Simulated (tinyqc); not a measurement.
# A finite superlattice with mass mismatch, transfer matrices: two studies

One electron of energy E comes from the left lead (band edge 0); no transverse momentum. Parabolic bands, masses in units of m0, C = hbar^2/(2 m0); psi and psi'/m are continuous at every interface. N periods of a barrier d1 followed by a well Lw; the right lead equals the left one.

Values chosen for this exercise; masses and offsets of a made-up heterostructure: mass in the left lead mL = 0.053 m0; barrier height U1 = 0.51 eV; barrier mass m1 = 0.07 m0; barrier width d1 = 0.8 nm; well width (edge 0, mass mL) Lw = 3.7 nm; number of periods N = 5; electron energy E = 0.564 eV.

Constants: q = 1.602176634e-19 C, hbar = 1.054571817e-34 J s, m0 = 9.1093837015e-31 kg, hbar^2/(2 m0) = 0.0380998212 eV nm^2. Results are converted to the units shown.

Each table varies one quantity; the others keep the values above.

## Transmission against energy

For the pair (psi, psi'/m) a flat layer has M = [[cos kd, (m/k) sin kd], [-(k/m) sin kd, cos kd]] with k = sqrt(m (E - U)/C) above its edge U, and M = [[cosh Kd, (m/K) sinh Kd], [(K/m) sinh Kd, cosh Kd]] with K = sqrt(m (U - E)/C) below it. The matrices are multiplied with later layers to the left. With M acting on (psi, psi'/m) and v = k/m in each lead, T(E) = 4 vL vR/[(vL vR M12 - M21)^2 + (vR M11 + vL M22)^2]. The last column is exp(-2 sum K d) over the layers with U > E.

Transmission against energy:

| E (eV) | T(E) | exp(-2 sum K d) |
|---|---|---|
| 0.041 | 8.093e-5 | 5.955e-4 |
| 0.121 | 0.8566 | 0.001156 |
| 0.2 | 0.9142 | 0.002387 |
| 0.28 | 0.7874 | 0.005514 |
| 0.36 | 0.05097 | 0.01500 |
| 0.44 | 0.04423 | 0.05676 |
| 0.519 | 0.1847 | 1.000 |
| 0.599 | 0.9963 | 1.000 |
| 0.679 | 0.8180 | 1.000 |
| 0.759 | 0.9966 | 1.000 |
| 0.838 | 0.8765 | 1.000 |
| 0.918 | 0.9848 | 1.000 |

Read the table: what changes, and by how much?

T(E) runs from 8.09e-5 at 0.041 eV to 0.985 at 0.918 eV; among the rows its largest value is 0.997 at 0.759 eV.

## Transmission against the number of periods

x = (M11 + M22)/2 of one period. For |x| < 1 the energy lies in a miniband and cos(th) = x; for |x| > 1 it lies in a gap and cosh(g) = |x|. M^N = U_(N-1)(x) M - U_(N-2)(x) 1, with U_n = sin((n + 1) th)/sin th in a band and sign(x)^n sinh((n + 1) g)/sinh g in a gap.

Transmission against the number of periods:

| N | T(E) | 1/T(E) - 1 |
|---|---|---|
| 1 | 0.84429 | 0.18442 |
| 2 | 0.62996 | 0.58739 |
| 3 | 0.53178 | 0.88047 |
| 4 | 0.54800 | 0.82480 |
| 5 | 0.68224 | 0.46576 |
| 6 | 0.91244 | 0.095958 |
| 8 | 0.77351 | 0.29280 |
| 10 | 0.52511 | 0.90436 |
| 12 | 0.74452 | 0.34314 |
| 16 | 0.55793 | 0.79234 |

Read the table: what changes, and by how much?

Here x = -0.8923. The energy lies in a miniband: 1/T(E) - 1 equals its one-period value times U_(N-1)^2, so T(E) oscillates with N, between 0.525 and 0.912 in these rows, and does not decay.

Range of the model: Masses are held fixed, although real bands cease to be parabolic a few tenths of an eV from their edges (inside a barrier too).

Program tinyqc, `OMP_NUM_THREADS=1 python tinyqc.py 2560014 2560015 out.jsonl`; Intel Xeon 2.30GHz, shared host, one thread, about 0.01 s.
